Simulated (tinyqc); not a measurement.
Worked calculation: core-shell quantum dot (spherical envelope functions). Values are carried at full precision from step to step, so a last printed digit may differ when a step is redone from the rounded ones.

Parabolic bands; strain and other valleys are left out. s states, u = r psi, hard wall at R + H, c = hbar^2/2m0, energies from the band edges of the core. Core: u = sin(k1 r)/k1, k1 = sqrt(m1 E/c). At R, psi and psi'/m are continuous, so u is continuous and its slope in the shell is s = u/R + (m2/m1)(u' - u/R). Shell: u(R + x) = u(R) cos(k2 x) + s sin(k2 x)/k2, k2 = sqrt(m2 (E - V)/c); for negative arguments the functions turn into sinh and cosh. A level has u(R + H) = 0.

Constants: hbar^2/2m0 = 3.80998211 eV angstrom^2; e^2/(4 pi eps0) = 14.39964547 eV angstrom; hc = 1239.841984 eV nm.

Values chosen for the exercise (near those of a Ge/Si core-shell dot; the results hold for these values, not for the real material): R = 13 angstrom (core radius); H = 37 angstrom (shell thickness); Vc = -0.05 eV (conduction edge of the shell above that of the core); me1 = 0.122 m0 (electron, core); me2 = 0.269 m0 (electron, shell); E = 0.064 eV (trial energy of the electron); Vv = 0.576 eV (hole barrier of the shell); mh1 = 0.192 m0 (hole, core); mh2 = 0.416 m0 (hole, shell); Eg = 0.69 eV (gap of the core); eps = 14.7 (dielectric constant).

## Shooting at a trial energy

Carry the electron solution outwards.

k1^2 = 0.0020494 1/angstrom^2
k2^2 = 0.0080489 1/angstrom^2
u(R) = 12.262 angstrom
s = 0.6974
u(R + H) = -13.444 angstrom

u(R + H) is negative: one node has entered, so the lowest level lies below the trial energy.

## Ground states

Find the lowest root for electron and hole, and the share of u^2 inside the core.

Levels:
```
carrier   E (eV)  share in the core
electron  0.0104              0.079
hole      0.3691              0.693
```

The core holds 2 % of the volume. The electron sits mainly in the shell and the hole in the core (type II).

## Overlap and Coulomb integrals

Overlap = (integral of u_e u_h)^2 with normalised u. Coulomb integrals J_ab = (q/eps) double integral of u_a(r)^2 u_b(s)^2/max(r, s), q = e^2/(4 pi eps0), one eps everywhere. Exciton E = Eg + E_e + E_h - J_eh; first-order biexciton shift J_ee + J_hh - 2 J_eh (positive: repulsive).

Integrate numerically.

overlap = 0.328

J_eh, J_ee, J_hh (meV): [42.6, 33.9, 78.7]

## Exciton and biexciton

Give E, the wavelength hc/E and the biexciton shift.

E = 1.027 eV
wavelength = 1207 nm
biexciton shift = 27 meV

At first order the shift is the Coulomb integral of the net charge density with itself and cannot be negative; correlation, left out here, lowers it.

## Checks

- Level without offset and mass step against c (pi/(R + H))^2/m, eV: both 0.1233.
- J_ee in that case against 1.786 q/(eps (R + H)), meV: both 35.0.

Computed by tinyqc, a small Python program: `OMP_NUM_THREADS=1 python tinyqc.py 1281843 1281844 out.jsonl` (the numbers bound the seed that draws the inputs); one thread of a shared host (Intel(R) Xeon(R) Processor @ 2.30GHz), about 0.1 s for the whole set of steps.
